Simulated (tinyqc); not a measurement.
RKS/BLYP in the 6-31g basis, for H2, spin multiplicity 1, step by step. One step of it, computed by the program tinyqc.

Problem. Iteration 2: diagonalisation and new density. Diagonalise F' = X^T F X, C = X C', fill 1 alpha and 1 beta electrons from the bottom; D = 2 C_occ C_occ^T. Each column has its largest component positive (the first on a tie).

extrapolated F (hartree), lower triangle:
```
           1H 1s      1H 2s      2H 1s      2H 2s
1H 1s  -0.211082
1H 2s  -0.467963  -0.332014
2H 1s  -0.368833  -0.347824  -0.075063
2H 2s  -0.386716  -0.313631  -0.392614  -0.279713
```

X, lower triangle:
```
           1H 1s      1H 2s      2H 1s     2H 2s
1H 1s   1.258655
1H 2s  -0.497726   1.738639
2H 1s  -0.075733   0.039991   1.258655
2H 2s   0.039991  -0.756965  -0.497726  1.738639
```

Give: F' = X^T F X; orbital energies; coefficients C; D after iteration 2.

Solution.

F' = X^T F X (hartree), lower triangle:
```
         1        2        3       4
1   0.1888
2  -0.4785   0.1178
3  -0.2385  -0.0540   0.3234
4  -0.0832  -0.1351  -0.4598  0.1775
```

orbital energies (hartree): MO1 -0.5295, MO2 -0.0199, MO3 0.5467, MO4 0.8103

coefficients C:
```
          MO1      MO2      MO3      MO4
1H 1s  0.4177  -0.2284   0.9585   0.8330
1H 2s  0.3420  -1.1408  -0.9187  -1.2581
2H 1s  0.3010   0.3069   0.6607  -1.1036
2H 2s  0.1807   1.1934  -0.5059   1.4603
```

D after iteration 2, lower triangle:
```
        1H 1s   1H 2s   2H 1s   2H 2s
1H 1s  0.3489
1H 2s  0.2857  0.2339
2H 1s  0.2514  0.2059  0.1812
2H 2s  0.1510  0.1236  0.1088  0.0653
```
